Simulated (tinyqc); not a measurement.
Worked calculation: Pariser-Parr-Pople SCF with singles CI, for the molecule c1ccc2ccccc2c1 (SMILES; centres numbered as the heavy atoms are written). One step of it, computed by the program tinyqc.

Problem. Singles CI, singlets. Over the 6 single excitations with the smallest orbital gaps: A = (e_a - e_i) delta + 2 (ia|jb) - (ij|ab), with (pq|rs) = sum c_mp c_mq gamma_mn c_nr c_ns. f = 2/3 w |mu|^2 in atomic units, mu = sqrt2 sum c_ia sum_m c_mi c_ma R_m.

orbital energies (eV): -14.106441  -12.242579  -11.265853  -10.208624  -9.200497  -1.989503  -0.981376  0.075853  1.052579  2.916441

coefficients:
```
          MO1        MO2        MO3        MO4        MO5        MO6        MO7        MO8
1C   0.240185   0.424782  -0.184107  -0.398015  -0.263743  -0.263743   0.398015  -0.184107
2C   0.240185   0.424782   0.184107  -0.398015   0.263743  -0.263743  -0.398015  -0.184107
3C   0.301764   0.263743   0.398664  -0.002306   0.424782   0.424782   0.002306   0.398664
4C   0.449999   0.000000   0.338146   0.427969   0.000000   0.000000   0.427969  -0.338146
5C   0.301764  -0.263743   0.398664  -0.002306  -0.424782  -0.424782   0.002306   0.398664
6C   0.240185  -0.424782   0.184107  -0.398015  -0.263743   0.263743  -0.398015  -0.184107
7C   0.240185  -0.424782  -0.184107  -0.398015   0.263743   0.263743   0.398015  -0.184107
8C   0.301764  -0.263743  -0.398664  -0.002306   0.424782  -0.424782  -0.002306   0.398664
9C   0.449999   0.000000  -0.338146   0.427969   0.000000   0.000000  -0.427969  -0.338146
10C  0.301764   0.263743  -0.398664  -0.002306  -0.424782   0.424782  -0.002306   0.398664

           MO9       MO10
1C    0.424782  -0.240185
2C   -0.424782   0.240185
3C    0.263743  -0.301764
4C    0.000000   0.449999
5C   -0.263743  -0.301764
6C    0.424782   0.240185
7C   -0.424782  -0.240185
8C    0.263743   0.301764
9C    0.000000  -0.449999
10C  -0.263743   0.301764
```

repulsion gamma_rs (eV), lower triangle:
```
            1C         2C         3C         4C         5C         6C         7C         8C
1C   11.130000
2C    5.345539  11.130000
3C    3.871994   5.344569  11.130000
4C    3.517359   3.872154   5.346287  11.130000
5C    2.621214   2.881359   3.873196   5.346287  11.130000
6C    2.270597   2.343780   2.881359   3.872154   5.344569  11.130000
7C    2.343780   2.270597   2.621214   3.517359   3.871994   5.345539  11.130000
8C    2.881359   2.621214   2.881514   3.872515   3.517455   3.871994   5.344569  11.130000
9C    3.872154   3.517359   3.872515   5.345539   3.872515   3.517359   3.872154   5.346287
10C   5.344569   3.871994   3.517455   3.872515   2.881514   2.621214   2.881359   3.873196

            9C        10C
9C   11.130000
10C   5.346287  11.130000
```

Centres (angstrom, eV; a flat drawing with bonds scaled to 1.40 angstrom):
```
centre          x          y  core charge z          W   gamma_rr
1C       2.425000  -0.700000              1  11.160000  11.130000
2C       2.425000   0.700000              1  11.160000  11.130000
3C       1.212000   1.400000              1  11.160000  11.130000
4C       0.000000   0.700000              1  11.160000  11.130000
5C      -1.212000   1.400000              1  11.160000  11.130000
6C      -2.425000   0.700000              1  11.160000  11.130000
7C      -2.425000  -0.700000              1  11.160000  11.130000
8C      -1.212000  -1.400000              1  11.160000  11.130000
9C       0.000000  -0.700000              1  11.160000  11.130000
10C      1.212000  -1.400000              1  11.160000  11.130000
```

Give: singlet CI matrix; singlet excitation energies; oscillator strengths.

Solution.

singlet CI matrix (eV), lower triangle:
```
       5>6     5>7    4>6    4>7    3>6    5>8
5>6  4.657
5>7  0.000   5.051
4>6  0.000  -0.787  5.051
4>7  0.486   0.000  0.000  6.406
3>6  0.000   0.000  0.000  0.000  6.083
5>8  0.000   0.000  0.000  0.000  0.206  6.083
```

singlet excitation energies (eV): 4.264  4.531  5.838  5.877  6.288  6.532

oscillator strengths: 0.000  0.299  2.098  0.000  0.000  0.890
